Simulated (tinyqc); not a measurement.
Inputs raised by 10 %, one at a time: classical nucleation, growth and JMAK kinetics of crystallisation from a melt or glass. Computed by tinyqc, a small Python program. Command: `OMP_NUM_THREADS=1 python tinyqc.py 3004343 3004344 out.jsonl nucl sens`. One thread of a shared host (Intel(R) Xeon(R) Processor @ 2.30GHz), about 0.01 s of CPU time with the checks.

A spherical nucleus with a sharp interface of isotropic energy gamma; lambda = Omega^(1/3) is the jump distance.

Inputs (values chosen for the exercise, for a model substance): melting point T_m = 1010 K; heat of melting per volume H = 1630 J/cm^3; interface energy gamma = 0.14 J/m^2; atomic volume Omega = 25.5 angstrom^3; temperature T = 730 K; diffusion prefactor D0 = 2.5e-07 m^2/s; activation energy Q = 1.58 eV; time t = 1.5e-05 s.

Nucleation: homogeneous. Driving force: Thompson-Spaepen.

Constants: e = 1.602176634e-19 C; k_B = 1.380649e-23 J/K; k_B = 8.617333262e-05 eV/K.

Method:
- Driving force per volume: dG = H [(T_m - T)/T_m] [2 T/(T_m + T)].
- Shape factor f = 1.
- W(r) = f [4 pi r^2 gamma - (4/3) pi r^3 dG]; r* = 2 gamma/dG; W* = f 16 pi gamma^3/(3 dG^2); n* = f (4/3) pi r*^3/Omega.
- D = D0 exp(-Q/(k_B T)); attachment rate k+ = (A*/lambda^2) D/lambda^2 with A* = 4 pi r*^2; Zeldovich factor Z = sqrt(W*/(3 pi k_B T))/n*; sites per volume N = 1/Omega; I = N Z k+ exp(-W*/(k_B T)); lag time = 1/(4 pi Z^2 k+).
- Growth (Wilson-Frenkel): u = (D/lambda) [1 - exp(-dG Omega/(k_B T))].
- D = D0 exp(-Q/(k_B T)).
- JMAK with steady nucleation and growth, nuclei spread at random: extended fraction X_e = (pi/3) I u^3 t^4, X = 1 - exp(-X_e); t_X = [-3 ln(1 - X)/(pi I u^3)]^(1/4); final grains per volume = Gamma(5/4) (3/pi)^(1/4) (I/u)^(3/4), Gamma(5/4) = 0.9064024771. Grain size = (grains per volume)^(-1/3).
- The nose is the T between 0.3 and 0.97 T_m where I u^3 is largest; the time is for X = 1e-6, and the critical cooling rate is estimated as (T_m - T_nose)/t_nose.

Runs:
```
input moved                               from        to  critical radius r* (nm)  growth velocity u (m/s)  half time t_0.5 (s)  nose temperature (K)
base run                                     -         -                  0.73847               6.4752e-09                 83.2                728.34
melting point T_m (K)                     1010      1111                  0.63163               7.0777e-09                  9.3                800.47
heat of melting per volume H (J/cm^3)     1630      1793                  0.67133               6.8432e-09                 20.1                741.46
interface energy gamma (J/m^2)            0.14     0.154                  0.81231               6.4752e-09               1135.6                708.65
atomic volume Omega (angstrom^3)          25.5     28.05                  0.73847               6.6292e-09                 84.4                728.55
temperature T (K)                          730       803                  0.94618               5.0839e-08                504.2                728.34
diffusion prefactor D0 (m^2/s)         2.5e-07  2.75e-07                  0.73847               7.1228e-09                 75.6                728.34
activation energy Q (eV)                  1.58     1.738                  0.73847               5.2536e-10               1025.4                735.22
```

Exponents ln(y'/y) / ln(x'/x):
```
input                         critical radius r*  growth velocity u  half time t_0.5  nose temperature
melting point T_m                         -1.640              0.933          -23.040             0.991
heat of melting per volume H              -1.000              0.580          -14.879             0.187
interface energy gamma                     1.000              0.000           27.424            -0.288
atomic volume Omega                        0.000              0.246            0.148             0.003
temperature T                              2.601             21.621           18.905             0.000
diffusion prefactor D0                     0.000              1.000           -1.000             0.000
activation energy Q                        0.000            -26.353           26.353             0.099
```

Among the inputs moved here: critical radius r* answers most in size to temperature T (exponent +2.601), next to melting point T_m (-1.640); its exponent is below 0.0005 for atomic volume Omega, diffusion prefactor D0, activation energy Q. Its exponent -1.000 in heat of melting per volume H: r* goes as 1/dG. Its exponent +1.000 in interface energy gamma: r* = 2 gamma/dG. growth velocity u answers most in size to activation energy Q (exponent -26.353), next to temperature T (+21.621); its exponent is below 0.0005 for interface energy gamma. Half time t_0.5 answers most in size to interface energy gamma (exponent +27.424), next to activation energy Q (+26.353). Its exponent -1.000 in diffusion prefactor D0: I and u both scale with D, and t goes as (I u^3)^(-1/4). Nose temperature answers most in size to melting point T_m (exponent +0.991), next to interface energy gamma (-0.288); its exponent is below 0.0005 for temperature T, diffusion prefactor D0. Its exponent 0.000 in diffusion prefactor D0: a prefactor does not move the maximum.

Extremes, crossings and ranges named in words are read from the listed rows.
